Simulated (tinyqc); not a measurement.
From results back to parameters: Peierls distortion of a half-filled chain. Three cases, with inputs chosen for the exercise.

Problem. The gap 2D and the difference 4 u0 between long and short bonds are given; al and K are hidden. Equilibrium: 1 = (4 al^2/K) mean(sin^2 x/|E|).

Atoms move by +/- u, so bonds change by -/+ 2u and hoppings are t +/- 2 al u. Bands E = -/+ sqrt((2 t cos x)^2 + D^2 sin^2 x) with D = 4 al u, x = k a in (0, pi/2); the gap is 2D. Energy per atom at zero temperature: E(u) = -mean_x sqrt(...) + 2 K u^2; exactly, the mean is (4t/pi) E(1 - z^2), z = D/2t, E the complete elliptic integral of the second kind with parameter m. Coupling lambda = 2 al^2/(pi t K).

Case 1.

Values chosen: t = 2.54 eV (hopping of the even chain).
gap = 3.62517 eV
4 u0 = 0.355408 angstrom

Case 2.

Values chosen: t = 1.96 eV (hopping of the even chain).
gap = 1.09644 eV
4 u0 = 0.161241 angstrom

Case 3.

Values chosen: t = 2 eV (hopping of the even chain).
gap = 1.96850 eV
4 u0 = 0.169698 angstrom

Find: al; mean(sin^2 x/|E|); K.

Solution. gap = 8 al u0 = 2 al (4 u0) gives al; the mean follows from t and D, equal to (K(m) - E(m))/(pi t m) with m = 1 - z^2; then K = 4 al^2 mean.

Case 1.

al = 5.10 eV/angstrom
mean(sin^2 x/|E|) = 0.1922 1/eV
K = 20.0 eV/angstrom^2

Case 2.

al = 3.40 eV/angstrom
mean(sin^2 x/|E|) = 0.3871 1/eV
K = 17.9 eV/angstrom^2

Case 3.

al = 5.80 eV/angstrom
mean(sin^2 x/|E|) = 0.2958 1/eV
K = 39.8 eV/angstrom^2

Computed by tinyqc, one run a case: `OMP_NUM_THREADS=1 python tinyqc.py N N+1 out.jsonl` with N = 1681247, 1681248, 1681395; one thread of a shared Intel(R) Xeon(R) Processor @ 2.30GHz, about 0.07 s a run at most.
